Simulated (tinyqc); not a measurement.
Square on-chip spiral inductor, lumped pi model: two steps of the calculation.

Outer diameter do = di + 2 n wd + 2 (n - 1) sp, mean da = (do + di)/2, fill p = (do - di)/(do + di), length l = 4 n da. L = 2.34 mu0 n^2 da/(1 + 2.75 p), mu0 = 4 pi 1e-7 H/m. Rs = rho l/(wd delta (1 - exp(-th/delta))), delta = sqrt(rho/(pi f mu0)). Cs = n wd^2 eps0 eo/hu across the coil. At each end Cox = l wd eps0 eo/(2 ho) leads to the substrate branch Rsi = 2 rs he/(l wd) in parallel with Csi = l wd eps0 11.7/(2 he). With one end grounded Y = 1/(Rs + i w L) + i w Cs + 1/[1/(i w Cox) + 1/(1/Rsi + i w Csi)], w = 2 pi f; Q = -Im Y/Re Y. Eddy currents in neighbouring turns and in the substrate are left out.

Values chosen for this exercise; values of the order met in silicon radio-frequency processes:

| symbol | value | unit | meaning |
|---|---|---|---|
| n | 4.5 |  | number of turns |
| wd | 8 | um | line width |
| sp | 1.5 | um | space between turns |
| di | 40 | um | inner diameter |
| th | 2 | um | metal thickness |
| rho | 3 | uohm cm | metal resistivity |
| ho | 10 | um | oxide below the coil |
| hu | 1.4 | um | oxide between coil and underpass |
| eo | 3.9 |  | relative permittivity of the oxide |
| rs | 1 | ohm cm | substrate resistivity |
| he | 30 | um | effective spreading depth in the substrate |
| f | 3.2 | GHz | frequency |

Constants: eps0 = 8.8541878128e-12 F/m. Results are converted to the units shown.

Question 1. Geometry and model elements. do, l, L, delta, Rs, Cs, Cox, Rsi and Csi as defined.

Find: do; l; L; delta; Rs; Cs; Cox; Rsi; Csi.

Answer 1.

do = 122.50 um
l = 1462.5 um
L = 2.0191 nH
delta = 1.5410 um
Rs = 4.8962 ohm
Cs = 7.1036 fF
Cox = 20.201 fF
Rsi = 51.282 ohm
Csi = 20.201 fF

Question 2. Admittance, quality factor and apparent inductance. Series branch 1/(Rs + i w L), substrate branch, total Y, Q = -Im Y/Re Y, apparent inductance Im(1/Y)/w, metal-only value w L/Rs, share of the loss in the substrate Re(substrate branch)/Re Y.

L = 2.0191074 nH
Rs = 4.8961849 ohm
Cs = 7.1035884 fF
Cox = 20.200829 fF
Rsi = 51.282051 ohm
Csi = 20.200829 fF

Find: series branch; substrate branch; Y; Q; apparent inductance; w L/Rs; share of the loss in the substrate.

Answer 2.

series branch = 2.928-24.279i mS
substrate branch = 0.00845+0.40581i mS
Y = 2.937-23.731i mS
Q = 8.0808
apparent inductance = 2.0642 nH
w L/Rs = 8.2915
share of the loss in the substrate = 0.28758 %

Q is 97.5 % of the metal-only value.

Program tinyqc, `OMP_NUM_THREADS=1 python tinyqc.py 2302085 2302086 out.jsonl`; Intel Xeon 2.30GHz, shared host, one thread, about 0.01 s.
